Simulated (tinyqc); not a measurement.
Comparisons within one model: phonon-assisted absorption at an indirect gap. A value that a table varies takes the place of the one given here.

alpha(E) = sum_j A_j [N_j (E - Eg + w_j)^2 + (N_j + 1)(E - Eg - w_j)^2], each bracket counted only where its base is positive; N_j = 1/(exp(w_j/kB T) - 1). The first term absorbs a phonon and the second emits one; excitons and direct transitions are left out.

Photodiode (Gaertner form with a dead layer): QE = (1 - R) exp(-alpha xj) [1 - exp(-alpha W)/(1 + alpha L)], R = ((nr - 1)/(nr + 1))^2; responsivity = QE/E in A/W for E in eV.

Constants: kB = 8.617333262e-05 eV/K.

Values chosen for the exercise (loosely those of SiGe at room temperature; Eg is not tied to T; the results hold for these values, not for the real material):
- Eg = 0.949 eV (indirect gap, held fixed unless listed)
- w = (49.9, 15.9) meV (two zone-edge phonons)
- A = (2900, 390) 1/(cm eV^2) (their strengths)
- T = 300 K
- nr = 3.81 (refractive index)
- xj = 0.76 micrometre (dead layer at the surface)
- W = 1.1 micrometre (depleted width)
- L = 6.4 micrometre (minority diffusion length below it)
- E = 1.169 eV (photon energy)

## The square root of alpha at three temperatures

The gap is held fixed, so only the phonon occupations change.

sqrt(alpha) (1/cm^(1/2)):
```
E - Eg (eV)   300 K   450 K   600 K
-0.04         0.220   0.329   0.418
-0.02         0.663   0.995   1.263
0.00          1.158   1.717   2.172
0.02          1.735   2.533   3.184
0.04          2.430   3.467   4.320
0.07          3.784   5.157   6.313
0.10          5.634   7.311   8.765
0.15          9.031  11.242  13.212
0.20         12.543  15.314  17.816
0.30         19.667  23.588  27.175
0.45         30.425  36.102  41.335
0.60         41.209  48.653  55.541
```

What can be read from the table?

Below the gap only phonon absorption acts: at E - Eg = -0.02 eV sqrt(alpha) is 0.663, 0.995 and 1.263 at 300, 450 and 600 K. A straight line through the last two rows meets the axis at E - Eg = +0.0268, +0.0186 and +0.0135 eV: the intercept is roughly a weighted mean of the thresholds, not the gap, and it moves from the emission side towards Eg as the occupations grow. At the last row alpha grows by a factor 1.82 from the lowest to the highest temperature at fixed gap.

## Spectral response

Response:
```
E (eV)  wavelength (nm)  alpha (1/cm)  1/alpha (micrometre)  dead layer  collected     QE    A/W
0.97               1278          3.12              3.20e+03       1.000      0.002  0.002  0.002
1.01               1228          10.9                   916       0.999      0.008  0.005  0.005
1.07               1159          49.5                   202       0.996      0.036  0.024  0.022
1.15               1078           159                  62.8       0.988      0.108  0.070  0.061
1.25                992           390                  25.7       0.971      0.233  0.149  0.119
1.40                886           930                  10.8       0.932      0.434  0.266  0.190
1.60                775      2.01e+03                  4.96       0.858      0.650  0.367  0.230
1.85                670      3.95e+03                  2.53       0.740      0.817  0.398  0.215
2.15                577      7.14e+03                  1.40       0.581      0.918  0.352  0.164
2.55                486      1.28e+04                 0.779       0.377      0.974  0.242  0.095
```

How do the results move?

QE is highest, 0.398, at 1.85 eV of those listed and the responsivity at 1.60 eV; reflection alone caps QE at 0.659. Near the gap weak absorption limits it (collected share 0.002); at the top the dead layer passes 0.377. Far above the gap the quadratic law and a constant index are only rough; in the real crystal direct transitions take over near 2 eV, so the rows above that understate alpha.

## What moves the response

At the energy E. Each row changes one parameter from the base and keeps the others.

Results:
```
case                  alpha (1/cm)      QE
base                         194.9  0.0842
Eg = 0.929 eV                236.7  0.0995
T = 350 K                    224.6  0.0952
W = 2.2 micrometre           194.9  0.0962
L = 3.2 micrometre           194.9  0.0511
xj = 1.52 micrometre         194.9  0.0830
nr = 4                       194.9  0.0818
```

What does this show?

The largest shifts from the base row, up to three for each result and ties (the steps differ in size, so this ranks the rows, not the parameters). alpha (1/cm): Eg +41.7, T +29.7; unchanged at the printed digits by W, L, xj and nr. QE: L -0.0332, Eg +0.0153, W +0.0120.

(tinyqc, `OMP_NUM_THREADS=1 python tinyqc.py 1652795 1652796 out.jsonl`, Intel(R) Xeon(R) Processor @ 2.30GHz, 1 thread, shared host, about 0.01 s.)
